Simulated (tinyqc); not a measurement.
Sweep of alpha: linear model of a band gap against the share of exact exchange.

E(alpha) = E0 + S alpha. A wider gap screens less, modelled in the Penn form eps(alpha) = 1 + (e0 - 1)(EP/(EP + S alpha))^2 with a scale EP chosen for the exercise. A dielectric-dependent hybrid takes alpha = 1/eps.

Inputs chosen for the exercise (of the order of those of Si; shifted at random, so the results belong to these values and not to a real crystal): E0 = 0.59 eV (gap of the semi-local functional); S = 5.23 eV (slope dE/d(alpha)); e0 = 12.29 (optical dielectric constant at alpha = 0); EP = 8.9 eV (energy scale of the screening); Et = 1.16 eV (target gap).

Also the exciton scale relative to alpha = 0, (m/m(0))(eps(0)/eps)^2, with a mass proportional to E + D, D = E0/2 + 0.3 eV, a k.p rule for direct gaps only.

Results:
```
alpha  E (eV)     eps  alpha eps  exciton scale
0.00    0.590  12.290      0.000           1.00
0.05    0.852  11.655      0.583           1.36
0.10    1.113  11.072      1.107           1.78
0.15    1.375  10.535      1.580           2.26
0.20    1.636  10.040      2.008           2.82
0.25    1.897   9.583      2.396           3.46
0.35    2.421   8.767      3.068           5.00
0.50    3.205   7.744      3.872           8.08
```

How do the results move, and what explains it?

alpha eps reaches 1 between alpha = 0.05 and 0.1 (fixed point 0.089), and the target gap is met between 0.1 and 0.15. At the fixed point the gap is 1.06 eV, -0.10 eV from the target. From 0 to 0.25 the gap grows by 1.31 eV while eps falls by 22 %; the exciton scale, which takes both, grows by a factor of 3.46 (formal for an indirect gap).

Program tinyqc; command `OMP_NUM_THREADS=1 python tinyqc.py 1850347 1850348 out.jsonl`; about 0.01 s on one thread of a shared Intel(R) Xeon(R) Processor @ 2.30GHz.
